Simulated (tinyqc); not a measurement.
Deformation-potential model of the Delta valleys of a conduction band: one step. Valley shifts. Three cases, with inputs chosen for the exercise.

Question. Apply the Herring-Vogt formula to each valley.

Valleys with axes along x, y and z, each a pair at +k and -k. Herring-Vogt shift of a valley with unit axis a: dE = Xd tr(e) + Xu a.e.a. Non-degenerate shares n_i = exp(-dE_i/kT)/sum_j exp(-dE_j/kT). Inverse mass tensor of a valley: (1 - a a)/mt + a a/ml; the masses are taken as independent of strain.

Give: Xd tr(e); a.e.a; shifts dE.

Case 1.

Values chosen (out of a larger set: near those of Si; not measured data): Xd = 1.13 eV (dilation potential); Xu = 9.69 eV (uniaxial potential).

strain tensor:
```
             x            y            z
x  -0.00103597  -0.00190058  -0.00190058
y  -0.00190058  -0.00103597  -0.00190058
z  -0.00190058  -0.00190058  -0.00103597
```

Answer.

Xd tr(e) = -3.51 meV

a.e.a: x -0.001036, y -0.001036, z -0.001036

shifts dE (meV): x -13.55, y -13.55, z -13.55

All valleys shift alike: this load keeps them equivalent by symmetry.

Case 2.

Values chosen (out of a larger set: near those of Si; not measured data): Xd = 1.07 eV (dilation potential); Xu = 9.6 eV (uniaxial potential).

strain tensor:
```
            x           y            z
x  0.00428926  0.00000000   0.00000000
y  0.00000000  0.00428926   0.00000000
z  0.00000000  0.00000000  -0.00318040
```

Answer.

Xd tr(e) = 5.78 meV

a.e.a: x 0.004289, y 0.004289, z -0.003180

shifts dE (meV): x 46.95, y 46.95, z -24.76

The lowest valley is z, 71.7 meV below the highest; the mean shift over all valleys is (Xd + Xu/3) tr(e) = 23.05 meV.

Case 3.

Values chosen (out of a larger set: near those of Si; not measured data): Xd = 1.21 eV (dilation potential); Xu = 9.37 eV (uniaxial potential).

strain tensor:
```
            x            y            z
x  0.01198326   0.00000000   0.00000000
y  0.00000000  -0.00315187   0.00000000
z  0.00000000   0.00000000  -0.00315187
```

Answer.

Xd tr(e) = 6.87 meV

a.e.a: x 0.011983, y -0.003152, z -0.003152

shifts dE (meV): x 119.16, y -22.66, z -22.66

The lowest valleys are y and z, 141.8 meV below the highest; the mean shift over all valleys is (Xd + Xu/3) tr(e) = 24.61 meV.

Computed by tinyqc, one run a case: `OMP_NUM_THREADS=1 python tinyqc.py N N+1 out.jsonl` with N = 1050367, 1050440, 1050581; one thread of a shared Intel(R) Xeon(R) Processor @ 2.30GHz, about 0.03 s a run at most.
